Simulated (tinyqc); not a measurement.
Approximations to the ground state: Holstein polaron on two sites. Computed by tinyqc, a small Python program. Command: `OMP_NUM_THREADS=1 python tinyqc.py 3017453 3017454 out.jsonl holstein walk`. One thread of a shared host (Intel(R) Xeon(R) Processor @ 2.30GHz), about 0.01 s of CPU time with the checks.

One electron on sites 1 and 2: H = -t (c1+ c2 + c2+ c1) + hbar omega sum_i b_i+ b_i - g hbar omega sum_i n_i (b_i + b_i+). The symmetric phonon shifts the energy by -g^2 hbar omega/2 and drops out; with b = (b_1 - b_2)/sqrt(2) there remains H = -t sigma_x + hbar omega b+ b - (g hbar omega/sqrt(2)) sigma_z (b + b+). Parity splits it into blocks p = +1 and -1 over phonon numbers n. Zero-point energies are left out. Weights Z refer to mode b alone; the displaced symmetric mode multiplies the full zero-phonon weight by exp(-g^2/2).

Inputs (values chosen for the exercise, for a model dimer): hopping t = 61 meV; phonon energy hbar omega = 117 meV; coupling g = 0.794.

Method:
- Polaron binding energy E_p = g^2 hbar omega; ratio E_p/t (the adiabatic potential has two wells when it exceeds 1); adiabaticity hbar omega/t.
- Block p: H_nn = n hbar omega - p t (-1)^n - g^2 hbar omega/2, H_(n,n+1) = -(g hbar omega/sqrt(2)) sqrt(n + 1).
- Use 60 levels in both blocks; Z = c_0^2 is the weight of n = 0 in the ground state c; the splitting is the lowest odd level less the lowest even one, which without coupling is the smaller of 2t and hbar omega; <sigma_x> = sum (-1)^n c_n^2 measures the kinetic energy.
- Second order: E = -t - E_p/2 - (E_p/2) hbar omega/(hbar omega + 2t). Lang-Firsov: E = -E_p - t exp(-g^2). Variable displacement: E(x) = -E_p/2 - t exp(-g^2 x^2) - (E_p/2)(2x - x^2), minimised over 0 <= x <= 1. Adiabatic, classical lattice: E = -E_p/2 - t for E_p < t, else -E_p - t^2/(2 E_p); it leaves out the change of zero-point energy.

E_p = 73.7610 meV

E_p/t = 1.20920

ground-state energy = -117.471 meV

hbar omega/t = 1.91803

Ground-state energy (meV):
```
method,E,E - exact
second order in g,-115.93,1.536
Lang-Firsov,-106.23,11.236
variable displacement,-116.72,0.756
"adiabatic, classical",-98.98,18.487
```

best displacement x = 0.53451

What follows from these numbers?

Closest here is variable displacement (+0.76 meV), furthest adiabatic, classical (+18.49 meV), at hbar omega/t = 1.92 and E_p/t = 1.21. Lang-Firsov and variable displacement are variational and lie above the exact value. Caution: with hbar omega below 2t the lowest odd level starts as a one-phonon state, so the splitting here is a softened phonon and not a narrowed hopping.

Extremes, crossings and ranges named in words are read from the listed rows.
